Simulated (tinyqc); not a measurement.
From results back to parameters: Weaire-Thorpe hybrids on a Bethe lattice: gap and dangling bond of an amorphous tetrahedral solid. Five cases, with inputs chosen for the exercise.

Problem. In the Weaire-Thorpe model the two p-like peaks lie at -V2 + V1 and V2 + V1, and the guaranteed gap is 2 V2 - 4 V1. The peak positions come from hidden V1 and V2.

Case 1.

peaks (eV): bonding -2.410, antibonding 6.070

Case 2.

peaks (eV): bonding -2.820, antibonding 6.220

Case 3.

peaks (eV): bonding -2.470, antibonding 6.090

Case 4.

peaks (eV): bonding -2.940, antibonding 6.320

Case 5.

peaks (eV): bonding -2.730, antibonding 6.110

Find: V1, V2; guaranteed gap; lowest possible level -3 V1 - V2.

Solution. The mean of the peaks is V1 and half their distance V2.

Case 1.

V1, V2 (eV): 1.83  4.24

guaranteed gap = 1.16 eV
lowest possible level -3 V1 - V2 = -9.73 eV

Case 2.

V1, V2 (eV): 1.70  4.52

guaranteed gap = 2.24 eV
lowest possible level -3 V1 - V2 = -9.62 eV

Case 3.

V1, V2 (eV): 1.81  4.28

guaranteed gap = 1.32 eV
lowest possible level -3 V1 - V2 = -9.71 eV

Case 4.

V1, V2 (eV): 1.69  4.63

guaranteed gap = 2.50 eV
lowest possible level -3 V1 - V2 = -9.70 eV

Case 5.

V1, V2 (eV): 1.69  4.42

guaranteed gap = 2.08 eV
lowest possible level -3 V1 - V2 = -9.49 eV

Computed by tinyqc, one run a case: `OMP_NUM_THREADS=1 python tinyqc.py N N+1 out.jsonl` with N = 1481925, 1482118, 1482183, 1482197, 1482228; one thread of a shared Intel(R) Xeon(R) Processor @ 2.30GHz, about 0.04 s a run at most.
